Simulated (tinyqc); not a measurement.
Hydrogen passivation and dissociation of interface defects with a spread of activation energies. Changing the dissolved hydrogen [H2]. Computed by tinyqc, a small Python program. Command: `OMP_NUM_THREADS=1 python tinyqc.py 3022176 3022177 out.jsonl passivation sweep`. One thread of a shared host (Intel(R) Xeon(R) Processor @ 2.30GHz), about 0.02 s of CPU time with the checks.

Active defects P react as P + H2 -> HP + H and HP -> P + H; released atomic hydrogen is removed. All defects start active. Activation energies are normally distributed, independently for the two reactions.

Inputs (values chosen for the exercise, for a model interface): defect density N_0 = 8.1e+11 cm^-2; mean passivation energy E_f = 1.57 eV; spread s_f = 0.045 eV; prefactor k_f0 = 1.1e-08 cm^3/s; mean dissociation energy E_d = 2.85 eV; spread s_d = 0.051 eV; prefactor k_d0 = 8.5e+12 1/s; anneal temperature T = 500 K; anneal time t = 2800 s.

Ambient: hydrogen.

Constants: k_B = 8.617333262e-05 eV/K.

Method. a = k_f0 [H2] exp(-E_f/k_B T), b = k_d0 exp(-E_d/k_B T); the active share of one kind of site is b/(a + b) + (a/(a + b)) exp(-(a + b) t). Full average: z from -5 to 5 in steps of 0.125 with normalised weights exp(-z^2/2), energy = mean + spread x z, over both energies.

One run for each value:
```
dissolved hydrogen [H2] (cm^-3)  active share  active share, single energy  steady active share, single energy
1.00e+14                              1.00000                      1.00000                          9.6871e-07
4.00e+14                              1.00000                      1.00000                          2.4218e-07
2.00e+15                              0.99998                      0.99999                          4.8436e-08
7.00e+15                              0.99994                      0.99997                          1.3839e-08
3.00e+16                              0.99976                      0.99986                          3.2290e-09
1.00e+17                              0.99921                      0.99954                          9.6871e-10
6.00e+17                              0.99526                      0.99724                          1.6145e-10
2.00e+18                              0.98446                      0.99082                          4.8436e-11
1.00e+19                              0.92831                      0.95495                          9.6871e-12
```

What does the table show, and why?

Over the rows, active share falls from 1.000 to 0.928; active share, single energy falls from 1.000 to 0.955; steady active share, single energy falls from 9.69e-7 to 9.69e-12 (exponent d ln y / d ln x about -1.00 throughout). The exponent of steady active share, single energy stays at -1: the exponent of the steady state b/(a + b) with a >> b.
